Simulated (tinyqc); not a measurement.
Gap difference from the gain at two temperatures.

Problem. When back injection limits the gain, beta = b exp(-dE/(kB T)) with dE the gap reduction of the emitter less that of the base and b constant. Find dE and beta at 300 K.

Constants: q = 1.602176634e-19 C, kB = 1.380649e-23 J/K. Results are converted to the units shown.

T (K): [220, 350]
beta: [17.692441, 81.558200]

Answer. ln beta is a straight line in 1/T with slope -dE/kB.

dE = 0.0780 eV
beta at 300 K = 53.0

Numbers from tinyqc (`OMP_NUM_THREADS=1 python tinyqc.py 2320098 2320099 out.jsonl`; about 0.01 s on one thread of a shared Intel Xeon 2.30GHz).
